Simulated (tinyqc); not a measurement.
The integration grid: Kohn-Sham SCAN on finer and finer grids in the sto-3g basis, for BeH2, spin multiplicity 1. Computed by the program tinyqc with PySCF. Self-consistent on each grid; the net force on the molecule should vanish.

Geometry (angstrom):
```
atom       x        y       z
Be    0.0000   0.0000  0.0000
H     0.0000   1.2420  0.0000
H     0.0000  -1.2730  0.0000
```

Kohn-Sham energy on Becke grids (radial x angular points per atom):
```
grid       points  residual of the electron count  E (hartree)  E - finest (mhartree)  largest net force without grid terms (hartree/bohr)
10 x 14       406                       -1.03e-02   -15.689762              -9.660652                                             1.03e-02
15 x 26      1150                        1.87e-02   -15.674482               5.618742                                             8.31e-04
20 x 50      2972                       -9.88e-04   -15.679574               0.526772                                             4.77e-03
30 x 86      7698                       -6.60e-04   -15.679319               0.782424                                             5.94e-04
50 x 194    29029                        3.92e-06   -15.680157              -0.056339                                             6.20e-04
75 x 302    67783                       -2.84e-07   -15.679980               0.121176                                             3.88e-04
120 x 590  212008                       -4.65e-10   -15.680101               0.000000                                             2.39e-04
```

What does the comparison show, and why?

The energy is within 0.1 mhartree of the finest grid first at 50 x 194. The error has both signs, since quadrature is not variational. The electron count and the net force are cheap signs of a poor grid.
